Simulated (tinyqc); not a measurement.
Resistance of a tapered via with liner, size effect and interface: one step of the calculation.

A round via whose diameter grows from db at the bottom as D(z) = db + 2 z/tan(ang). The fill, of diameter D - 2 tl, starts above the bottom liner (thickness fb tl) and has rho = rho0 (1 + ks lam/(D - 2 tl)); the sidewall liner conducts in parallel with it. The bottom liner and the interface are crossed over the full area pi db^2/4. Spreading in the lines above and below is left out.

Problem. Total resistance. R_fill = sum of the slices; R_bottom = rl fb tl/(pi db^2/4); R_interface = ri/(pi db^2/4); ballistic (Sharvin) limit 1/(Sb pi (db - 2 tl)^2/4); ideal cylinder rho0 hv/(pi db^2/4).

Parameters, values chosen for the exercise; fill metal close to molybdenum: diameter at the bottom db = 45 nm; height hv = 130 nm; bulk resistivity of the fill rho0 = 5.21 uohm cm; liner on the sidewall tl = 0.1 nm; liner at the bottom over that on the sidewall fb = 0.7; resistivity of the liner rl = 160 uohm cm; interface resistivity at the bottom ri = 1.2e-12 ohm cm^2; ballistic conductance per area, about 3/(4 rho0 lam) Sb = 1.3e15 S/m^2.

slice resistance, slice 0 to 5 (ohm): [0.84714046, 0.73675818, 0.64648723, 0.57174677, 0.50918467, 0.45630339]

Wanted: parts; R; shares; ballistic limit; ideal cylinder.

Solution.

parts (ohm): fill 3.7676, bottom liner 0.070421, interface 0.075451
R = 3.9135 ohm
shares (%): fill 96.273, bottom liner 1.799, interface 1.928
ballistic limit = 0.48799 ohm
ideal cylinder = 4.2586 ohm

The fill is the largest part, and R is 0.919 times the ideal cylinder. With 2000 slices R = 3.9173 ohm.

Computed by the program tinyqc: `OMP_NUM_THREADS=1 python tinyqc.py 2750160 2750161 out.jsonl`, one thread of a shared Intel Xeon 2.30GHz, about 0.01 s for the whole run.
